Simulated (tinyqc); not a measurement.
MP2 on RHF in the 6-31g basis, for H2, spin multiplicity 1, step by step. One step of it, computed by the program tinyqc.

Question. Second-order Moller-Plesset energy. E2 = sum_ijab (ia|jb) [2 (ia|jb) - (ib|ja)] / (e_i + e_j - e_a - e_b) over occupied i, j and virtual a, b; the opposite-spin part is (ia|jb)^2 / denominator, the rest is same-spin, and SCS-MP2 scales them by 6/5 and 1/3.

orbital energies (hartree): MO1 -0.549997, MO2 0.193210, MO3 0.857562, MO4 1.229672

Two-electron integrals over orbitals (pq|rs), unique and non-zero (hartree):
```
(11|11) 0.594864    (21|21) 0.097582    (22|11) 0.438543    (22|22) 0.395001
(31|11) 0.146155    (31|22) 0.061657    (31|31) 0.100010    (32|21) -0.002534
(32|32) 0.034750    (33|11) 0.514089    (33|22) 0.393639    (33|31) 0.119314
(33|33) 0.468708    (41|21) -0.081092   (41|32) -0.039264   (41|41) 0.120280
(42|11) -0.140516   (42|22) -0.065765   (42|31) -0.079192   (42|33) -0.111372
(42|42) 0.077550    (43|21) -0.106413   (43|32) -0.022478   (43|41) 0.125906
(43|43) 0.156541    (44|11) 0.601308    (44|22) 0.446912    (44|31) 0.182178
(44|33) 0.539233    (44|42) -0.166007   (44|44) 0.668937
```

Hartree-Fock energy = -1.11077668 hartree

Give: Terms; Pair energies; MP2 correlation energy; SCS-MP2 correlation energy; MP2 total energy.

Answer.

Terms:
```
i  j  a  b  (ia|jb)  (ib|ja)  denominator       term
1  1  2  2    0.098    0.098       -1.486     -0.006
1  1  4  4    0.120    0.120       -3.559  -4.06e-03
1  1  3  3    0.100    0.100       -2.815  -3.55e-03
1  1  4  2   -0.081   -0.081       -2.523  -2.61e-03
1  1  2  4   -0.081   -0.081       -2.523  -2.61e-03
```

Pair energies (hartree; pair i-j sums ij and ji):
```
pair  opposite spin  same spin
1-1          -0.019          0
```

MP2 correlation energy = -0.01924 hartree

SCS-MP2 correlation energy = -0.02308 hartree

MP2 total energy = -1.13001 hartree
